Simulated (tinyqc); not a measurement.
Transmission against energy, and which matching rule a chain obeys: heterojunction of two tight-binding chains.

Left chain: hopping -t1, sites at 2 t1 (band bottom 0). Right chain: hopping -t2, sites at dE + 2 t2 (bottom dE). t = c/(m a^2), c = hbar^2/2m0. The bond across the interface is -tc with tc = f sqrt(t1 t2), and the last left site has the extra energy U. In a chain E = bottom + 2t (1 - cos(ka)); the surface Green function of a half chain is g = -exp(ika)/t, with Im k > 0 where cos(ka) > 1.

Constants: hbar^2/2m0 = 3.80998211 eV angstrom^2.

Inputs chosen for the exercise (masses and offset of the size met at InGaAs / InAlAs; not measured data):
```
symbol  value  unit      meaning
a       5.65   angstrom  site spacing
m1      0.04   m0        mass on the left
m2      0.082  m0        mass on the right
dE      0.42   eV        band offset
f       1.18             factor on the interface hopping
U       -0.47  eV        extra energy on the last left site
```

Chain A is the junction as given; chain B has tc = sqrt(t1 t2) and U = 0; chain C has tc = t2 and U = t2 - t1, the finite-difference form of -d/dx (c/m) d/dx. Continuum formulas T = 4 x y/(x + y)^2 with parabolic k: x, y = k/m on each side (BenDaniel-Duke) or x, y = k (slope continuous).

T:
```
E - dE (eV)  E (eV)  chain A  chain B  chain C  k/m matched  k matched
0.002         0.422   0.1359   0.3219   0.1723       0.1751     0.3267
0.005         0.425   0.2059   0.4594   0.2578       0.2618     0.4654
0.010         0.430   0.2777   0.5818   0.3430       0.3480     0.5884
0.020         0.440   0.3674   0.7102   0.4452       0.4512     0.7167
0.050         0.470   0.5106   0.8630   0.5976       0.6045     0.8680
0.100         0.520   0.6284   0.9448   0.7109       0.7180     0.9477
0.200         0.620   0.7405   0.9884   0.8063       0.8134     0.9894
0.400         0.820   0.8332   1.0000   0.8738       0.8815     1.0000
```

What does the comparison show, and why?

Chain C follows the k/m rule within 0.0076 and chain B the plain k rule within 0.0066, while the two rules differ by up to 0.2655: in B the self-energy of the right side is -t1 exp(i k2 a), so only k2 enters, and in C it is -t2 exp(i k2 a), which carries 1/m2. Chain A, with f = 1.18 and U = -0.47 eV, has an interface term of its own and lies up to 0.3523 from B and 0.0869 from C.

tinyqc: `OMP_NUM_THREADS=1 python tinyqc.py 1452087 1452088 out.jsonl`; about 0.01 s, one thread, shared Intel(R) Xeon(R) Processor @ 2.30GHz.
